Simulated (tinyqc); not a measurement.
Resistance of a source-drain extension with a graded tip: one step of the calculation.

y runs along the channel, the gate covers y > 0. The doping is N0 for y < y0 and N0 10^(-(y - y0)/la) beyond, uniform over the depth xj. Sheet conductance s(y) = q mu(N) max(N - Nch, 0) xj + (for y > 0) ma Cox Vo, with mu(N) = u0 + (u1 - u0)/(1 + (N/Nr)^au) and Cox = eps0 eox/tox. Current is taken as one-dimensional; depletion of the tip, spreading and the contact are left out. The metallurgical junction lies at yj, where N = Nch.

Task. Sheet resistances and junction position. yj = y0 + la log10(N0/Nch); sheet resistance of the full extension 1/[q mu(N0)(N0 - Nch) xj] and of the gate-induced layer 1/(ma Cox Vo); metallurgical length Lg - 2 yj; ye is where the doped and the gate-induced conductances are equal.

Values chosen for this exercise; mobility law close to that of electrons in silicon:
- eox = 3.9 (relative permittivity of the gate insulator (close to silicon dioxide))
- tox = 2.1 nm (insulator thickness)
- N0 = 2.3e20 cm^-3 (active doping of the extension far from the gate)
- la = 1.7 nm/decade (lateral abruptness)
- y0 = 3.6 nm (position under the gate where the fall begins (gate edge at 0))
- xj = 24 nm (depth of the extension)
- Nch = 7.6e17 cm^-3 (channel doping)
- Vo = 0.62 V (gate overdrive)
- ma = 220 cm^2/(V s) (mobility of the gate-induced layer)
- u1 = 1414 cm^2/(V s) (mobility at low doping)
- u0 = 68.5 cm^2/(V s) (mobility at high doping)
- Nr = 9.2e16 cm^-3 (reference doping)
- au = 0.711 (exponent)
- Lg = 40 nm (gate length)

Constants: q = 1.602176634e-19 C, eps0 = 8.8541878128e-14 F/cm where lengths are in cm. Results are converted to the units shown.

Wanted: yj; sheet resistance of the extension; sheet resistance of the induced layer; metallurgical length; ye; N at ye.

Result.

yj = 7.8176 nm
sheet resistance of the extension = 154.05 ohm/square
sheet resistance of the induced layer = 4458.5 ohm/square
metallurgical length = 24.365 nm
ye = 6.4593 nm
N at ye = 4.7840e18 cm^-3

The gate takes over 1.36 nm before the junction, where N is still 6.29 times the channel doping.

Computed by the program tinyqc: `OMP_NUM_THREADS=1 python tinyqc.py 2282184 2282185 out.jsonl`, one thread of a shared Intel Xeon 2.30GHz, about 0.03 s for the whole run.
